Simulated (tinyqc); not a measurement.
Lifetime against injection: Shockley-Read-Hall recombination through one deep level.

One level at Et with degeneracy 1: tn = 1/(sn vth Nt), tp = 1/(sp_ vth Nt), n1 = Nc exp((Et - Eg)/kT), p1 = Nv exp(-Et/kT), ni^2 = n1 p1. Equilibrium p0 = Nm, n0 = ni^2/Nm; n = n0 + dn, p = p0 + dn. U = (n p - ni^2)/(tp (n + n1) + tn (p + p1)), lifetime dn/U; emission rates en = sn vth n1, ep = sp_ vth p1.

Constants: kB = 8.617333262e-05 eV/K.

Parameters, chosen for this exercise (gap and densities of states near those of GaAs at this temperature; not measured data): Eg = 1.409 eV (gap); Nc = 5.44e+17 1/cm^3 (conduction-band density of states); Nv = 1.24e+19 1/cm^3 (valence-band density of states); T = 350 K; Et = 1.01 eV (recombination level above Ev); Nt = 1.2e+14 1/cm^3 (defects); sn = 1e-14 cm^2 (electron capture cross-section); sp_ = 4.3e-15 cm^2 (hole capture cross-section); vth = 24000000 cm/s (thermal velocity, both carriers); Nm = 4.8e+15 1/cm^3 (equilibrium holes for the lifetime steps).

Recombination:
```
dn (1/cm^3),lifetime (microsecond),U (1/(cm^3 s))
1.0e+11,0.03474,2.88e+18
1.0e+12,0.03476,2.88e+19
1.0e+13,0.03491,2.86e+20
1.0e+14,0.03639,2.75e+21
1.0e+15,0.04866,2.06e+22
1.0e+16,0.08929,1.12e+23
1.0e+17,0.1118,8.95e+23
1.0e+18,0.1151,8.69e+24
```

The lifetime rises from 0.03474 to 0.1151 microsecond; tn + tp = 0.1155. At low injection it is tn (1 + p1/p0) + tp n1/p0 with n1/Nm = 0.0002 and p1/Nm = 7.4e-12: re-emission is negligible, so minority capture alone counts. Auger and radiative paths are left out; they cut in at the highest injections, and in a doped direct-gap crystal the radiative one counts at all injections. dn = dp neglects trapped charge, which matters where the traps hold a charge comparable with dn, at low injection and with very unequal cross sections.

Computed by tinyqc, a small Python program: `OMP_NUM_THREADS=1 python tinyqc.py 1680822 1680823 out.jsonl` (the numbers bound the seed that draws the inputs); one thread of a shared host (Intel(R) Xeon(R) Processor @ 2.30GHz), about 0.01 s for the whole set of steps.
